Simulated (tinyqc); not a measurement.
Inside a calculation. Model: free and trapped electrons in a MOS channel with a dense trap tail.

Program tinyqc, `OMP_NUM_THREADS=1 python tinyqc.py 2222036 2222037 out.jsonl`; Intel Xeon 2.30GHz, shared host, one thread, about 0.04 s. Printed values are rounded.

p-type body, charge-sheet picture, full ionisation (an idealisation for deep acceptors), Boltzmann statistics for free electrons. e = Ec - EF at the surface. Acceptor-like traps of density D(E) = D0 + De exp(-E/Ew) at depth E below Ec, from 0 to Eu, hold n_t = integral of D(E)/(1 + exp((e - E)/Vt)). psi = Eg - Vt ln(Nv/Na) - e; N_dep = sqrt(2 eps0 eps_r Na (psi - Vt)/q); n_f = sqrt(N_dep^2 + 2 eps0 eps_r Vt Nc exp(-e/Vt)/q) - N_dep; Vg = Vfb + psi + q (N_dep + n_t + n_f)/Cox, Cox = eps0 eox/tox.

Values chosen for this exercise; band and dielectric values close to those of 4H silicon carbide:
- T = 250 K (temperature)
- Eg = 3.22 eV (band gap)
- eps_r = 9.77 (relative permittivity)
- Nc = 1.29e19 cm^-3 (conduction-band density of states at T)
- Nv = 1.88e19 cm^-3 (valence-band density of states at T)
- eox = 3.9 (relative permittivity of the insulator)
- tox = 56 nm (insulator thickness)
- Na = 5.1e16 cm^-3 (acceptor density)
- Vfb = -2.8 V (flat-band voltage without trapped charge)
- D0 = 4.1e10 cm^-2 eV^-1 (constant background density of acceptor-like traps)
- De = 6e13 cm^-2 eV^-1 (density of the tail at the conduction edge)
- Ew = 0.12 eV (decay energy of the tail)
- Eu = 0.92 eV (depth below Ec down to which the traps reach)
- mf = 150 cm^2/(V s) (mobility of free electrons)
- e = 0.076 eV (Ec - EF at the surface)

Constants: q = 1.602176634e-19 C, kB = 1.380649e-23 J/K, Vt = kB T/q, eps0 = 8.8541878128e-14 F/cm where lengths are in cm. Results are converted to the units shown.

## Trapped charge

Trapezoid rule on 12 equal steps from 0 to Eu, f = 1/(1 + exp((e - E)/Vt)).

| point | E (eV) | D(E) f (cm^-2 eV^-1) |
|---|---|---|
| 0 | 0 | 1.71310e12 |
| 1 | 0.0766667 | 1.61022e13 |
| 2 | 0.153333 | 1.63101e13 |
| 3 | 0.23 | 8.85982e12 |
| 4 | 0.306667 | 4.69984e12 |
| 5 | 0.383333 | 2.50036e12 |
| 6 | 0.46 | 1.33924e12 |
| 7 | 0.536667 | 7.26314e11 |
| 8 | 0.613333 | 4.02763e11 |
| 9 | 0.69 | 2.31967e11 |
| 10 | 0.766667 | 1.41807e11 |
| 11 | 0.843333 | 9.42140e10 |
| 12 | 0.92 | 6.90905e10 |

n_t = 4.00964e12 cm^-2

With 1600 steps n_t = 4.018e12 cm^-2; the coarse value is 0.20 % below it.

## Charges and gate voltage

psi, N_dep, n_f and Vg as defined, with the n_t given; free share n_f/(n_f + n_t); apparent mobility mf n_f/(n_f + n_t); gate voltage spent on traps q n_t/Cox.

psi = 3.01668 V
N_dep = 1.28433e12 cm^-2
n_f = 3.38672e10 cm^-2
Vg = 14.0599 V
free share = 0.837569 %
apparent mobility = 1.25635 cm^2/(V s)
gate voltage spent on traps = 10.4182 V
